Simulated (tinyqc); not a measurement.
Long-channel MOSFET, surface-potential model: one step of the calculation.

n-channel transistor on a uniformly doped p-type body, gradual-channel approximation, constant mobility, Boltzmann statistics, full ionisation. Potentials are counted from the neutral body; V is the electron quasi-Fermi potential, Vsb at the source and Vsb + Vds at the drain. Charges are magnitudes per area.

Problem. Pao-Sah current by Simpson's rule. I = mu (W/L) integral of Qi dV; Simpson's rule on the 7 points, step Vds/6, weights 1, 4, 2, ..., 4, 1 times step/3.

Inputs (values chosen for the exercise); material values close to those of silicon: channel mobility mu = 270 cm^2/(V s); gate width W = 2 um; gate length L = 0.5 um; drain-source voltage Vds = 0.2 V.

Qi, Pao-Sah, point 0 to 6 (nC/cm^2): 224.63756  184.77533  146.34134  109.87614  76.257715  46.930062  24.059395

Wanted: Pao-Sah current.

Solution.

Pao-Sah current = 24.723 uA

Gauss-Legendre quadrature on many points gives 24.72 uA, so this value is within 0.01 % of it; the charge-sheet current, 23.81 uA, is 3.7 % below it.

Program tinyqc, `OMP_NUM_THREADS=1 python tinyqc.py 2360104 2360105 out.jsonl`; Intel Xeon 2.30GHz, shared host, one thread, about 0.06 s.
